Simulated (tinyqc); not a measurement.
Charge pumping in an n-channel transistor: two steps of the calculation.

The gate is pulsed from accumulation to inversion and back. Energies E are counted from the intrinsic level; Dit(E) = D0 [1 + b (2 E/Eg)^2]. During each edge the traps near the bands emit their carriers, and those between Eh and Ee recombine once a cycle.

Inputs (values chosen for the exercise); band and dielectric values close to those of germanium:
```
symbol    value         unit                                                               meaning
T           350            K                                                           temperature
Eg        0.651           eV                                                              band gap
Nc       1.3e19        cm^-3                            conduction-band density of states at 350 K
Nv      7.52e18        cm^-3                               valence-band density of states at 350 K
A            14         um^2                                                             gate area
D0       5.2e10  cm^-2 eV^-1                                                trap density at midgap
b             0                                    rise of the trap density towards the band edges
sn      1.2e-16         cm^2                                           cross-section for electrons
sp      1.1e-15         cm^2                                               cross-section for holes
vth       1.3e7         cm/s  thermal velocity at 350 K, one nominal value for electrons and holes
dV         0.52            V                                                             Vth - Vfb
Va          2.3            V                                                          pulse height
f         7.5e5           Hz                                                             frequency
tr          200           ns                                                             rise time
tf           33           ns                                                             fall time
```

Constants: q = 1.602176634e-19 C, kB = 1.380649e-23 J/K, Vt = kB T/q. Results are converted to the units shown.

Question 1. Emission levels. ni = sqrt(Nc Nv) exp(-Eg/(2 Vt)), Eg in volts; emission times te = (dV/Va) tf and th = (dV/Va) tr; Ee = -Vt ln(vth sn ni te), Eh = +Vt ln(vth sp ni th).

Wanted: ni; te; th; Ee; Eh.

Answer 1.

ni = 2.033e14 cm^-3
te = 7.461 ns
th = 45.22 ns
Ee = 0.1824 eV
Eh = -0.06120 eV

The window covers 37.4 % of the gap.

Question 2. Pumped charge and current. Nit = integral of Dit from Eh to Ee = D0 [Ee - Eh + 4 b (Ee^3 - Eh^3)/(3 Eg^2)], Qcp = q A Nit, Icp = f Qcp.

Ee = 0.18236907 eV
Eh = -0.061202108 eV

Find: Nit; mean Dit; traps pumped a cycle; Icp.

Answer 2.

Nit = 1.2666e10 cm^-2
mean Dit = 5.2000e10 cm^-2 eV^-1
traps pumped a cycle = 1773.2
Icp = 213.07 pA

Range of the model: The Fermi levels of inversion and accumulation are taken to lie beyond Ee and Eh, the flat tops to fill all traps, and no geometric current is added.

Computed by the program tinyqc: `OMP_NUM_THREADS=1 python tinyqc.py 2030112 2030113 out.jsonl`, one thread of a shared Intel Xeon 2.30GHz, about 0.01 s for the whole run.
